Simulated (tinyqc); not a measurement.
## Electron continuity equation in a given potential, Scharfetter-Gummel discretisation: three discretisations compared

Steady state in one dimension: J = q mu n E + q D dn/dx with E = -dpsi/dx and D = mu Vt, dJ/dx = 0, fixed densities nL and nR at the ends. The potential is given, psi = 0 for x < L/2 and U (2 x/L - 1) beyond, and is not changed by the electrons.

8 equal intervals. Fluxes J_i = (q D/h)(n_(i+1) P_i - n_i Q_i), d_i = (psi_(i+1) - psi_i)/Vt: Scharfetter-Gummel P = B(d), Q = B(-d), B(d) = d/(exp(d) - 1); central P = 1 - d/2, Q = 1 + d/2; upwind P = 1 + max(-d, 0), Q = 1 + max(d, 0). Balance at each inner node: J_i - J_(i-1) = 0. The reference is Scharfetter-Gummel on 1600 intervals.

Inputs (values chosen for the exercise); mobility close to that of silicon at room temperature:
```
symbol,value,unit,meaning
T,293,K,temperature
mu,1360,cm^2/(V s),electron mobility
L,12,um,length of the region
nL,3.1e14,cm^-3,density at x = 0
nR,8.4e13,cm^-3,density at x = L
U,0.13,V,potential difference psi(L) - psi(0)
```

Constants: q = 1.602176634e-19 C, kB = 1.380649e-23 J/K, Vt = kB T/q. Results are converted to the units shown.

Densities (cm^-3):

| node | Scharfetter-Gummel | central | upwind | reference |
|---|---|---|---|---|
| 0 | 3.100e14 | 3.100e14 | 3.100e14 | 3.100e14 |
| 1 | 2.451e14 | 2.451e14 | 2.454e14 | 2.451e14 |
| 2 | 1.803e14 | 1.802e14 | 1.807e14 | 1.803e14 |
| 3 | 1.154e14 | 1.154e14 | 1.161e14 | 1.154e14 |
| 4 | 5.058e13 | 5.048e13 | 5.145e13 | 5.058e13 |
| 5 | 5.109e13 | 5.075e13 | 5.304e13 | 5.109e13 |
| 6 | 5.295e13 | 5.198e13 | 5.667e13 | 5.295e13 |
| 7 | 5.966e13 | 5.769e13 | 6.499e13 | 5.966e13 |
| 8 | 8.400e13 | 8.400e13 | 8.400e13 | 8.400e13 |

What do the numbers show?

Largest errors as a share of the largest reference density listed: Scharfetter-Gummel under 1e-7 %, central 0.64 %, upwind 1.7 %. The largest |d| is 1.29. Upwinding stays positive but acts as if D were larger by the factor 1 + |d|/2, up to 1.64 here.

Computed by the program tinyqc: `OMP_NUM_THREADS=1 python tinyqc.py 2220005 2220006 out.jsonl`, one thread of a shared Intel Xeon 2.30GHz, about 0.01 s for the whole run.
